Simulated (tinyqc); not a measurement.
Ellipsometry and reflectance of a transparent film on an absorbing substrate: psi and Delta against the film thickness.

Air (index 1), film, substrate with N2 = n2 - i k2; time factor exp(+i w t). q_j = sqrt(N_j^2 - sin^2 th), root with positive real part. Fresnel coefficients r_s = (q_a - q_b)/(q_a + q_b), r_p = (N_b^2 q_a - N_a^2 q_b)/(N_b^2 q_a + N_a^2 q_b). tan(Psi) exp(i Delta) = R_p/R_s, Delta taken from 0 to 360 degrees.

beta = 2 pi d q1/lam, X = exp(-2 i beta), R = (r01 + r12 X)/(1 + r01 r12 X) for p and s. The last column is the derivative of Delta.

Parameters, values chosen for the exercise; indices close to those of aluminium oxide on silicon: wavelength lam = 632.8 nm; angle of incidence th = 70 degrees; index of the transparent film n1 = 1.666; index of the substrate n2 = 3.882; extinction coefficient of the substrate k2 = 0.019.

Results:
```
d (nm)  Psi (degrees)  Delta (degrees)   |R_p|^2   |R_s|^2  dDelta/dd (degrees/nm)
0              10.573           179.23  0.024204   0.69474                 -3.2896
26             16.159           113.49  0.055987   0.66690                 -1.6366
51             24.898           84.321   0.12374   0.57438                -0.83083
77             35.795           67.859   0.19170   0.36868                -0.49927
102            57.150           48.370   0.22900  0.095476                 -1.7866
128            56.744           310.93   0.22863  0.098319                 -1.7223
153            35.598           291.84   0.19070   0.37210                -0.50127
179            24.745           275.23   0.12240   0.57616                -0.83941
230            10.573           179.21  0.024204   0.69474                 -3.2896
```

Estimate the missing row, d = 204 nm.

Computed row:
```
d (nm)  Psi (degrees)  Delta (degrees)   |R_p|^2  |R_s|^2  dDelta/dd (degrees/nm)
204            16.009           245.70  0.054959  0.66762                 -1.6610
```

With this row back in the table: Psi goes from 10.6 through a maximum of 57.1 (at d = 102 nm among the rows listed) to 10.6 degrees. The period is 230.0 nm, after which Psi and Delta return to the values of the bare substrate, so one angle and wavelength fix d only up to a multiple of it. The size of the slope of Delta runs from 0.499 to 3.29 degrees/nm among the rows; Delta is counted modulo 360 degrees, and sharper features can lie between the rows.

tinyqc, about 0.4 s, one thread, Intel Xeon 2.30GHz (shared host): `OMP_NUM_THREADS=1 python tinyqc.py 2870152 2870153 out.jsonl`
